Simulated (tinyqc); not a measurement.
Elastic trap-assisted tunnelling through a dielectric: one step of the calculation.

Emitter at x = 0 (Fermi level 0), collector at x = t (Fermi level -V), band edge U(x) = phi - F x, F = V/t. A trap at x has the energy E = U(x) - Et. With G(u) = (4/(3 F)) sqrt(mo/C) max(u, 0)^1.5, C = hbar^2/(2 m0): S1 = G(phi - E) - G(Et), S2 = G(Et) - G(phi - V - E), T1,2 = exp(-S1,2). The steady rate through one trap is nu T1 T2 (f1 - f2)/(T1 + T2), f1 = f(E), f2 = f(E + V), f(y) = 1/(1 + exp(y/Vt)); both contacts offer states at E.

Task. Rate through a trap near the best position. n equally spaced x from xa to xb, where nearly all of the current flows; J = q Nt times the integral of the rate, by Simpson's rule.

Parameters, values chosen for the exercise; dielectric values close to those of silicon dioxide:
- T = 300 K (temperature)
- phi = 3.14 eV (barrier above the emitter Fermi level)
- mo = 0.52 m0 (tunnelling mass)
- t = 6 nm (thickness)
- Et = 2.41 eV (trap depth below the band edge of the dielectric)
- Nt = 1.5e17 cm^-3 (trap density)
- nu = 1e14 1/s (attempt frequency)
- n = 9 (points of the grid)
- V = 2.54 V (voltage)
- xa = 2.02 nm (left end of the grid)
- xb = 3.06 nm (right end of the grid)

Constants: q = 1.602176634e-19 C, kB = 1.380649e-23 J/K, hbar = 1.054571817e-34 J s, m0 = 9.1093837015e-31 kg, Vt = kB T/q, hbar^2/(2 m0) = 0.0380998212 eV nm^2. Results are converted to the units shown.

Find: x; E; S1; S2; f1 - f2; rate; J.

Result.

| point | x (nm) | E (eV) | S1 | S2 | f1 - f2 | rate (1/s) |
|---|---|---|---|---|---|---|
| 0 | 2.020 | -0.1251 | 25.12 | 36.35 | 0.9922 | 0.01624 |
| 1 | 2.150 | -0.1802 | 26.86 | 35.52 | 0.9991 | 0.03763 |
| 2 | 2.280 | -0.2352 | 28.62 | 34.65 | 0.9999 | 0.08908 |
| 3 | 2.410 | -0.2902 | 30.39 | 33.76 | 1.000 | 0.2107 |
| 4 | 2.540 | -0.3453 | 32.18 | 32.84 | 1.000 | 0.3610 |
| 5 | 2.670 | -0.4003 | 33.98 | 31.89 | 1.000 | 0.1561 |
| 6 | 2.800 | -0.4553 | 35.79 | 30.92 | 1.000 | 0.02838 |
| 7 | 2.930 | -0.5104 | 37.62 | 29.92 | 1.000 | 0.004593 |
| 8 | 3.060 | -0.5654 | 39.46 | 28.89 | 1.000 | 7.282e-4 |

J = 2.718e-10 A/cm^2

Range of the model: Phonon-assisted (inelastic) capture, chains of traps and a spread of trap depths are left out.

Numbers from tinyqc (`OMP_NUM_THREADS=1 python tinyqc.py 2370158 2370159 out.jsonl`; about 0.05 s on one thread of a shared Intel Xeon 2.30GHz).
